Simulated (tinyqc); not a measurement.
# Tunnelling through a two-layer gate stack, WKB transmission and Tsu-Esaki current: what changes with what

Electrons leave the emitter at x = 0. Energies E (motion across the layers) are in eV from the emitter Fermi level; the collector Fermi level lies at -V and offers states at every E. No charge in the dielectric and no image force: F1 = V/(t1 + t2 eps1/eps2), F2 = F1 eps1/eps2; U = phi1 - F1 x in layer 1 and phi2 - F1 t1 - F2 (x - t1) in layer 2. With C = hbar^2/(2 m0), kappa = sqrt(m (U - E)/C) where U > E and 0 elsewhere; T(E) = exp(-S), S = 2 times the integral of kappa over x.

Inputs (values chosen for the exercise); layer 1 close to silicon dioxide, layer 2 close to hafnium oxide:
```
symbol,value,unit,meaning
T,300,K,temperature
Ef,0.08,eV,Fermi energy of the emitter above its band bottom
me,1,m0,emitter mass in the supply function
phi1,3.08,eV,barrier of layer 1 above the emitter Fermi level at zero bias
m1,0.52,m0,tunnelling mass of layer 1
t1,0.5,nm,thickness of layer 1
eps1,3.84,,relative permittivity of layer 1
phi2,1.44,eV,barrier of layer 2 at zero bias
m2,0.2,m0,tunnelling mass of layer 2
t2,1.3,nm,thickness of layer 2
eps2,23.1,,relative permittivity of layer 2
V,0.7,V,voltage across the dielectric
```

Constants: q = 1.602176634e-19 C, kB = 1.380649e-23 J/K, hbar = 1.054571817e-34 J s, m0 = 9.1093837015e-31 kg, Vt = kB T/q, hbar^2/(2 m0) = 0.0380998212 eV nm^2. Results are converted to the units shown.

Each table varies one quantity; the others keep the values above.

## Effect of the thickness t2 at fixed voltage

Each layer adds (2/F) sqrt(m/C) [G(u at its left edge) - G(u at its right edge)] to S, with u = U - E (0 where negative) and G(u) = (2/3) u^1.5. J = J0 times the integral of T(E) N(E) dE, N = ln[(1 + exp(-E/Vt))/(1 + exp((-E - V)/Vt))], J0 = q^2 me m0 kB T/(2 pi^2 hbar^3) (times 1e-4 for A/cm^2 per eV), from E = -Ef to far above the barrier (T = 1 there), by quadrature converged to the digits shown.

Effect of the thickness t2 at fixed voltage:
```
t2 (nm)  S at E = 0  T(E = 0)  J (A/cm^2)  mean E of the current (eV)
0.8           9.489  7.571e-5        4662                    -0.03528
1             10.36  3.153e-5        1909                    -0.03461
1.2           11.25  1.302e-5       776.0                    -0.03393
1.4           12.14  5.343e-6       313.5                    -0.03324
1.6           13.04  2.180e-6       125.9                    -0.03254
1.8           13.94  8.847e-7       50.36                    -0.03182
2             14.84  3.575e-7       20.06                    -0.03109
2.2           15.75  1.439e-7       7.965                    -0.03034
```

J falls from 4660 to 7.96 A/cm^2: 1.94 decades a nanometre between the first two rows and 2.01 between the last two. The exponent S alone gives dS/dt/ln 10 = 1.90 and 1.98. In 3 of the 8 rows the field exceeds 10 MV/cm (up to 11.1), more than most dielectrics sustain; the model ignores breakdown. In every row a layer is thinner than 0.8 nm, a few atomic planes, where an effective mass is a rough description.

## Effect of the tunnelling mass m2

Same model as above.

Effect of the tunnelling mass m2:
```
m2 (m0)  S at E = 0  T(E = 0)  J (A/cm^2)  mean E of the current (eV)
0.12          10.46  2.867e-5        1737                    -0.03463
0.15          10.96  1.738e-5        1043                    -0.03421
0.2           11.69  8.348e-6       493.6                    -0.03359
0.25          12.34  4.375e-6       255.4                    -0.03303
0.31          13.03  2.183e-6       125.8                    -0.03241
0.4           13.96  8.646e-7       48.97                    -0.03157
0.5           14.87  3.467e-7       19.32                    -0.03071
0.63          15.94  1.201e-7       6.568                    -0.02968
```

J falls from 1740 to 6.57 A/cm^2. S goes as m2^(0.25): only one of the two layers feels this mass, so the power is below 0.5. In every row a layer is thinner than 0.8 nm, a few atomic planes, where an effective mass is a rough description.

## Effect of the barrier height

Same model as above.

Effect of the barrier height:
```
phi1 (eV)  S at E = 0  T(E = 0)  J (A/cm^2)  mean E of the current (eV)
1.5             9.607  6.722e-5        3904                    -0.03277
1.79            10.06  4.265e-5        2490                    -0.03301
2.07            10.46  2.860e-5        1676                    -0.03319
2.36            10.84  1.950e-5        1147                    -0.03333
2.64            11.19  1.381e-5       814.0                    -0.03345
2.93            11.53  9.865e-6       582.6                    -0.03354
3.21            11.83  7.249e-6       428.9                    -0.03362
3.5             12.14  5.349e-6       317.0                    -0.03369
```

What does the table show?

J falls from 3900 to 317 A/cm^2, on average 0.545 decades for each eV, while S rises from 9.61 to 12.1. In every row a layer is thinner than 0.8 nm, a few atomic planes, where an effective mass is a rough description.

Computed by the program tinyqc: `OMP_NUM_THREADS=1 python tinyqc.py 2540035 2540036 out.jsonl`, one thread of a shared Intel Xeon 2.30GHz, about 0.03 s for the whole run.
